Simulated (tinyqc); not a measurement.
Four-band model of biased bilayer graphene near K, step by step. Values are carried at full precision from step to step, so a last printed digit may differ when a step is redone from the rounded ones.

Constants: hbar^2/2m0 = 3.80998211 eV angstrom^2.

Parameters, chosen for this exercise (near those used for Bernal bilayer graphene; not measured data):

| symbol | value | unit | meaning |
|---|---|---|---|
| a | 2.46 | angstrom | lattice constant |
| g0 | 3.17 | eV | hopping in a layer |
| g1 | 0.333 | eV | hopping of the dimer sites |
| g3 | 0 | eV | skew hopping A1-B2 |
| g4 | 0 | eV | skew hopping A1-A2 |
| U | 0.25 | eV | potential difference of the layers |
| k | (-0.011, 0.048) | 1/angstrom | wave vector from K |

## Velocities and mass

v_j = (sqrt3/2) a g_j; low-energy mass m/m0 = c g1/v0^2 with c = hbar^2/2m0; crossover wave vector g1/(2 v0).

v0, v3, v4 (eV angstrom): 6.7534  0.0000  0.0000

mass = 0.02782 m0
crossover = 0.02465 1/angstrom

## H at one k

Basis A1, B1, A2, B2, with B1 below A2; p = kx + i ky, v_j = (sqrt3/2) a g_j. Diagonal -U/2, -U/2, U/2, U/2; <A1|B1> = <A2|B2> = v0 p*, <B1|A2> = g1, <A1|B2> = v3 p, <A1|A2> = <B1|B2> = -v4 p*.

Fill in the matrix.

H (eV), lower triangle (Hermitian):
```
                 A1       B1               A2      B2
A1          -0.1250
B1  -0.0743+0.3242i  -0.1250
A2                0   0.3330           0.1250
B2                0        0  -0.0743+0.3242i  0.1250
```

## Levels and layer polarisation

Diagonalise; the weight on layer 1 is that of A1 and B1.

levels (eV): -0.5752  -0.1803  0.1803  0.5752

weights:
```
    band 1  band 2  band 3  band 4
A1   0.272   0.324   0.362   0.042
B1   0.498   0.009   0.305   0.188
A2   0.188   0.305   0.009   0.498
B2   0.042   0.362   0.324   0.272
```

weight on layer 1: 0.770  0.333  0.667  0.230

Band 2 has 33 % of its weight on layer 1, the layer of lower potential, and band 3 has 67 %; the dimer sites hold 31 % of band 3. The filled band leans to the upper layer here: at larger k the middle bands approach two displaced cones, each still mixed over both layers by g1, and the top filled one leans to the upper layer.

## The Mexican hat (g3 = g4 = 0)

At K the levels are -/+ U/2 and -/+ sqrt(g1^2 + U^2/4). The smallest gap, U g1/sqrt(U^2 + g1^2), lies on a ring of radius kg = (U/2 v0) sqrt((2 g1^2 + U^2)/(g1^2 + U^2)), v0 = (sqrt3/2) a g0; the height of the hat is U/2 less half that gap.

gap = 0.1999 eV
kg = 0.02370 1/angstrom
height of the hat = 25.04 meV

## Checks

- Gap on the ring from the formula against the matrix: both 0.199928.

Program tinyqc; command `OMP_NUM_THREADS=1 python tinyqc.py 1480451 1480452 out.jsonl`; about 0.03 s on one thread of a shared Intel(R) Xeon(R) Processor @ 2.30GHz.
